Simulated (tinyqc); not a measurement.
UKS/exchange-only LDA in the sto-3g basis, for BeH, spin multiplicity 2, step by step (part 2 of 2). Computed by tinyqc, a small Python program that keeps every step (integrals from PySCF). Command: `OMP_NUM_THREADS=1 python tinyqc.py 22095 22096 out.jsonl` (the two numbers bound the seeds that draw the settings). One thread of a shared host (Intel(R) Xeon(R) Processor @ 2.60GHz), about 1 s of CPU time with the checks.

Geometry (angstrom):
```
atom         x         y         z
Be    0.000000  0.000000  0.000000
H     0.000000  0.000000  2.109000
```

## Iteration 2: diagonalisation and new density

F(alpha) (hartree), order 1Be 1s, 1Be 2s, 1Be 2px, 1Be 2py, 1Be 2pz, 2H 1s:
$$\begin{pmatrix}
-3.747111 & -1.123303 & 0.000000 & 0.000000 & 0.002438 & -0.055515 \\
-1.123303 & -0.534975 & 0.000000 & 0.000000 & 0.040790 & -0.075505 \\
0.000000 & 0.000000 & -0.072923 & 0.000000 & 0.000000 & 0.000000 \\
0.000000 & 0.000000 & 0.000000 & -0.072923 & 0.000000 & 0.000000 \\
0.002438 & 0.040790 & 0.000000 & 0.000000 & -0.056992 & -0.060955 \\
-0.055515 & -0.075505 & 0.000000 & 0.000000 & -0.060955 & 0.233218
\end{pmatrix}$$

F(beta) (hartree), order 1Be 1s, 1Be 2s, 1Be 2px, 1Be 2py, 1Be 2pz, 2H 1s:
$$\begin{pmatrix}
-3.724102 & -1.110173 & 0.000000 & 0.000000 & -0.005158 & -0.055146 \\
-1.110173 & -0.418727 & 0.000000 & 0.000000 & -0.033324 & -0.072020 \\
0.000000 & 0.000000 & 0.041191 & 0.000000 & 0.000000 & 0.000000 \\
0.000000 & 0.000000 & 0.000000 & 0.041191 & 0.000000 & 0.000000 \\
-0.005158 & -0.033324 & 0.000000 & 0.000000 & 0.060939 & -0.059080 \\
-0.055146 & -0.072020 & 0.000000 & 0.000000 & -0.059080 & 0.236104
\end{pmatrix}$$

X, order 1Be 1s, 1Be 2s, 1Be 2px, 1Be 2py, 1Be 2pz, 2H 1s:
$$\begin{pmatrix}
1.027090 & -0.138503 & 0.000000 & 0.000000 & -0.003904 & 0.015942 \\
-0.138503 & 1.045051 & 0.000000 & 0.000000 & 0.024360 & -0.114119 \\
0.000000 & 0.000000 & 1.000000 & 0.000000 & 0.000000 & 0.000000 \\
0.000000 & 0.000000 & 0.000000 & 1.000000 & 0.000000 & 0.000000 \\
-0.003904 & 0.024360 & 0.000000 & 0.000000 & 1.032114 & -0.151305 \\
0.015942 & -0.114119 & 0.000000 & 0.000000 & -0.151305 & 1.049730
\end{pmatrix}$$

Diagonalise F' = X^T F X, C = X C', fill 3 alpha and 2 beta electrons from the bottom; D(s) = C_occ C_occ^T. Each column has its largest component positive (the first on a tie).

F' = X^T F X (alpha) (hartree):
$$\begin{pmatrix}
-3.644944 & -0.613312 & 0.000000 & 0.000000 & -0.009485 & 0.020341 \\
-0.613312 & -0.309307 & 0.000000 & 0.000000 & 0.057359 & -0.076886 \\
0.000000 & 0.000000 & -0.072923 & 0.000000 & 0.000000 & 0.000000 \\
0.000000 & 0.000000 & 0.000000 & -0.072923 & 0.000000 & 0.000000 \\
-0.009485 & 0.057359 & 0.000000 & 0.000000 & -0.033973 & -0.102581 \\
0.020341 & -0.076886 & 0.000000 & 0.000000 & -0.102581 & 0.288846
\end{pmatrix}$$

orbital energies (alpha) (hartree): MO1 -3.754148, MO2 -0.222984, MO3 -0.072923, MO4 -0.072923, MO5 -0.056969, MO6 0.334722

coefficients C (alpha), order 1Be 1s, 1Be 2s, 1Be 2px, 1Be 2py, 1Be 2pz, 2H 1s:
$$\begin{pmatrix}
0.986895 & -0.302627 & 0.000000 & 0.000000 & -0.060670 & 0.071688 \\
0.046966 & 0.998888 & 0.000000 & 0.000000 & 0.195408 & -0.294559 \\
0.000000 & 0.000000 & 0.821600 & -0.570064 & 0.000000 & 0.000000 \\
0.000000 & 0.000000 & 0.570064 & 0.821600 & 0.000000 & 0.000000 \\
0.000427 & -0.241266 & 0.000000 & 0.000000 & 0.912407 & -0.445045 \\
-0.005976 & 0.031453 & 0.000000 & 0.000000 & 0.173193 & 1.052180
\end{pmatrix}$$

F' = X^T F X (beta) (hartree):
$$\begin{pmatrix}
-3.622197 & -0.618654 & 0.000000 & 0.000000 & -0.007518 & 0.020572 \\
-0.618654 & -0.190153 & 0.000000 & 0.000000 & -0.016431 & -0.075498 \\
0.000000 & 0.000000 & 0.041191 & 0.000000 & 0.000000 & 0.000000 \\
0.000000 & 0.000000 & 0.000000 & 0.041191 & 0.000000 & 0.000000 \\
-0.007518 & -0.016431 & 0.000000 & 0.000000 & 0.087511 & -0.110675 \\
0.020572 & -0.075498 & 0.000000 & 0.000000 & -0.110675 & 0.292257
\end{pmatrix}$$

orbital energies (beta) (hartree): MO1 -3.730348, MO2 -0.105541, MO3 0.041191, MO4 0.041191, MO5 0.052595, MO6 0.350714

coefficients C (beta), order 1Be 1s, 1Be 2s, 1Be 2px, 1Be 2py, 1Be 2pz, 2H 1s:
$$\begin{pmatrix}
0.987880 & -0.293343 & 0.000000 & 0.000000 & 0.089678 & 0.066083 \\
0.043699 & 0.973596 & 0.000000 & 0.000000 & -0.317098 & -0.273098 \\
0.000000 & 0.000000 & -0.010234 & 0.999948 & 0.000000 & 0.000000 \\
0.000000 & 0.000000 & 0.999948 & 0.010234 & 0.000000 & 0.000000 \\
0.003324 & 0.206343 & 0.000000 & 0.000000 & 0.874771 & -0.530046 \\
-0.006158 & 0.115552 & 0.000000 & 0.000000 & 0.235927 & 1.033950
\end{pmatrix}$$

D(alpha) after iteration 2, order 1Be 1s, 1Be 2s, 1Be 2px, 1Be 2py, 1Be 2pz, 2H 1s:
$$\begin{pmatrix}
1.065546 & -0.255941 & 0.000000 & 0.000000 & 0.073435 & -0.015416 \\
-0.255941 & 0.999982 & 0.000000 & 0.000000 & -0.240978 & 0.031137 \\
0.000000 & 0.000000 & 0.675027 & 0.468365 & 0.000000 & 0.000000 \\
0.000000 & 0.000000 & 0.468365 & 0.324973 & 0.000000 & 0.000000 \\
0.073435 & -0.240978 & 0.000000 & 0.000000 & 0.058209 & -0.007591 \\
-0.015416 & 0.031137 & 0.000000 & 0.000000 & -0.007591 & 0.001025
\end{pmatrix}$$

D(beta) after iteration 2, order 1Be 1s, 1Be 2s, 1Be 2px, 1Be 2py, 1Be 2pz, 2H 1s:
$$\begin{pmatrix}
1.061957 & -0.242429 & 0.000000 & 0.000000 & -0.057245 & -0.039979 \\
-0.242429 & 0.949798 & 0.000000 & 0.000000 & 0.201040 & 0.112232 \\
0.000000 & 0.000000 & 0.000000 & 0.000000 & 0.000000 & 0.000000 \\
0.000000 & 0.000000 & 0.000000 & 0.000000 & 0.000000 & 0.000000 \\
-0.057245 & 0.201040 & 0.000000 & 0.000000 & 0.042589 & 0.023823 \\
-0.039979 & 0.112232 & 0.000000 & 0.000000 & 0.023823 & 0.013390
\end{pmatrix}$$

Within a degenerate level the vectors are fixed only up to a rotation; this is one choice.

## Iteration 14 (converged): orbitals

converged F(alpha) (hartree), order 1Be 1s, 1Be 2s, 1Be 2px, 1Be 2py, 1Be 2pz, 2H 1s:
$$\begin{pmatrix}
-3.519431 & -1.071945 & 0.000000 & 0.000000 & 0.004962 & -0.053061 \\
-1.071945 & -0.427325 & 0.000000 & 0.000000 & 0.025310 & -0.094918 \\
0.000000 & 0.000000 & 0.044023 & 0.000000 & 0.000000 & 0.000000 \\
0.000000 & 0.000000 & 0.000000 & 0.044023 & 0.000000 & 0.000000 \\
0.004962 & 0.025310 & 0.000000 & 0.000000 & 0.031972 & -0.097786 \\
-0.053061 & -0.094918 & 0.000000 & 0.000000 & -0.097786 & -0.084733
\end{pmatrix}$$

converged F(beta) (hartree), order 1Be 1s, 1Be 2s, 1Be 2px, 1Be 2py, 1Be 2pz, 2H 1s:
$$\begin{pmatrix}
-3.508307 & -1.065232 & 0.000000 & 0.000000 & -0.004902 & -0.053089 \\
-1.065232 & -0.376451 & 0.000000 & 0.000000 & -0.047916 & -0.088525 \\
0.000000 & 0.000000 & 0.085465 & 0.000000 & 0.000000 & 0.000000 \\
0.000000 & 0.000000 & 0.000000 & 0.085465 & 0.000000 & 0.000000 \\
-0.004902 & -0.047916 & 0.000000 & 0.000000 & 0.100936 & -0.087632 \\
-0.053089 & -0.088525 & 0.000000 & 0.000000 & -0.087632 & 0.021272
\end{pmatrix}$$

As before.

F' = X^T F X (alpha) (hartree):
$$\begin{pmatrix}
-3.417253 & -0.605375 & 0.000000 & 0.000000 & -0.005573 & 0.019388 \\
-0.605375 & -0.202220 & 0.000000 & 0.000000 & 0.047169 & -0.071743 \\
0.000000 & 0.000000 & 0.044023 & 0.000000 & 0.000000 & 0.000000 \\
0.000000 & 0.000000 & 0.000000 & 0.044023 & 0.000000 & 0.000000 \\
-0.005573 & 0.047169 & 0.000000 & 0.000000 & 0.064427 & -0.105916 \\
0.019388 & -0.071743 & 0.000000 & 0.000000 & -0.105916 & -0.042319
\end{pmatrix}$$

orbital energies (alpha) (hartree): MO1 -3.527479, MO2 -0.149366, MO3 -0.076093, MO4 0.044023, MO5 0.044023, MO6 0.155573

coefficients C (alpha), order 1Be 1s, 1Be 2s, 1Be 2px, 1Be 2py, 1Be 2pz, 2H 1s:
$$\begin{pmatrix}
0.985655 & -0.220074 & -0.204976 & 0.000000 & 0.000000 & -0.111370 \\
0.051073 & 0.688867 & 0.694107 & 0.000000 & 0.000000 & 0.407434 \\
0.000000 & 0.000000 & 0.000000 & 0.994511 & 0.104631 & 0.000000 \\
0.000000 & 0.000000 & 0.000000 & -0.104631 & 0.994511 & 0.000000 \\
-0.000111 & 0.093441 & -0.521750 & 0.000000 & 0.000000 & 0.898781 \\
-0.006523 & 0.593659 & -0.520445 & 0.000000 & 0.000000 & -0.717473
\end{pmatrix}$$

F' = X^T F X (beta) (hartree):
$$\begin{pmatrix}
-3.406455 & -0.606674 & 0.000000 & 0.000000 & -0.005820 & 0.020317 \\
-0.606674 & -0.152210 & 0.000000 & 0.000000 & -0.027893 & -0.071462 \\
0.000000 & 0.000000 & 0.085465 & 0.000000 & 0.000000 & 0.000000 \\
0.000000 & 0.000000 & 0.000000 & 0.085465 & 0.000000 & 0.000000 \\
-0.005820 & -0.027893 & 0.000000 & 0.000000 & 0.133526 & -0.113425 \\
0.020317 & -0.071462 & 0.000000 & 0.000000 & -0.113425 & 0.069472
\end{pmatrix}$$

orbital energies (beta) (hartree): MO1 -3.515920, MO2 -0.106631, MO3 0.045179, MO4 0.085465, MO5 0.085465, MO6 0.221705

coefficients C (beta), order 1Be 1s, 1Be 2s, 1Be 2px, 1Be 2py, 1Be 2pz, 2H 1s:
$$\begin{pmatrix}
0.986155 & -0.237420 & -0.207975 & 0.000000 & 0.000000 & -0.047349 \\
0.049461 & 0.755630 & 0.717286 & 0.000000 & 0.000000 & 0.192377 \\
0.000000 & 0.000000 & 0.000000 & 0.809297 & 0.587400 & 0.000000 \\
0.000000 & 0.000000 & 0.000000 & -0.587400 & 0.809297 & 0.000000 \\
0.003734 & 0.288350 & -0.449123 & 0.000000 & 0.000000 & 0.896600 \\
-0.007044 & 0.428841 & -0.582465 & 0.000000 & 0.000000 & -0.784146
\end{pmatrix}$$

D(alpha) after iteration 14, order 1Be 1s, 1Be 2s, 1Be 2px, 1Be 2py, 1Be 2pz, 2H 1s:
$$\begin{pmatrix}
1.061963 & -0.243536 & 0.000000 & 0.000000 & 0.086272 & -0.030400 \\
-0.243536 & 0.958930 & 0.000000 & 0.000000 & -0.297787 & 0.047374 \\
0.000000 & 0.000000 & 0.000000 & 0.000000 & 0.000000 & 0.000000 \\
0.000000 & 0.000000 & 0.000000 & 0.000000 & 0.000000 & 0.000000 \\
0.086272 & -0.297787 & 0.000000 & 0.000000 & 0.280954 & 0.327015 \\
-0.030400 & 0.047374 & 0.000000 & 0.000000 & 0.327015 & 0.623336
\end{pmatrix}$$

D(beta) after iteration 14, order 1Be 1s, 1Be 2s, 1Be 2px, 1Be 2py, 1Be 2pz, 2H 1s:
$$\begin{pmatrix}
1.028870 & -0.130626 & 0.000000 & 0.000000 & -0.064778 & -0.108762 \\
-0.130626 & 0.573423 & 0.000000 & 0.000000 & 0.218071 & 0.323697 \\
0.000000 & 0.000000 & 0.000000 & 0.000000 & 0.000000 & 0.000000 \\
0.000000 & 0.000000 & 0.000000 & 0.000000 & 0.000000 & 0.000000 \\
-0.064778 & 0.218071 & 0.000000 & 0.000000 & 0.083160 & 0.123630 \\
-0.108762 & 0.323697 & 0.000000 & 0.000000 & 0.123630 & 0.183954
\end{pmatrix}$$

Within a degenerate level the vectors are fixed only up to a rotation; this is one choice.

## Convergence

Stop when the energy changes by less than 1e-08 hartree and every element of the error matrix X^T (F D S - S D F) X (for each spin) is below 3e-05.

Course of the cycle:
```
iteration   E (hartree)     change  largest element of the error matrix
1          -14.19147309          -                             1.66e-01
2          -14.27165216  -8.02e-02                             1.83e-01
3          -14.01949446   2.52e-01                             1.83e-01
4          -14.38240151  -3.63e-01                             1.26e-01
5          -14.39731557  -1.49e-02                             1.09e-01
6          -14.41022406  -1.29e-02                             9.39e-02
7          -14.44723955  -3.70e-02                             8.18e-03
8          -14.44759280  -3.53e-04                             1.15e-03
9          -14.44761872  -2.59e-05                             9.26e-04
10         -14.44762902  -1.03e-05                             3.22e-04
11         -14.44763001  -9.93e-07                             2.85e-04
12         -14.44763031  -2.94e-07                             5.94e-05
13         -14.44763032  -1.25e-08                             1.40e-05
14         -14.44763032  -9.75e-10                             3.19e-06
```

PySCF UKS in the same basis, fine grid, after a stability check = -14.44794218 hartree

Converged in 14 iterations. The coarse grid moves the energy by +3.12e-04 hartree.

## Populations, bond orders and dipole

overlap S, order 1Be 1s, 1Be 2s, 1Be 2px, 1Be 2py, 1Be 2pz, 2H 1s:
$$\begin{pmatrix}
1.000000 & 0.259517 & 0.000000 & 0.000000 & 0.000000 & 0.012357 \\
0.259517 & 1.000000 & 0.000000 & 0.000000 & 0.000000 & 0.203937 \\
0.000000 & 0.000000 & 1.000000 & 0.000000 & 0.000000 & 0.000000 \\
0.000000 & 0.000000 & 0.000000 & 1.000000 & 0.000000 & 0.000000 \\
0.000000 & 0.000000 & 0.000000 & 0.000000 & 1.000000 & 0.279268 \\
0.012357 & 0.203937 & 0.000000 & 0.000000 & 0.279268 & 1.000000
\end{pmatrix}$$

Mulliken: Z minus the diagonal of D S on the atom; Loewdin: the same with S^(1/2) D S^(1/2); Mayer order: 2 sum_s sum (D(s) S)_ij (D(s) S)_ji over the two atoms.

Charges (e):
```
atom   Mulliken    Loewdin  Mulliken spin
1Be    0.007097   0.006023       0.559203
2H    -0.007097  -0.006023       0.440797
```

Mayer bond orders:
```
pair     order
2-1   0.805648
```

dipole moment about the origin, x y z (debye): [0.000000, 0.000000, -0.500475]

<S^2> of the determinant (pure state: 0.75) = 0.796359
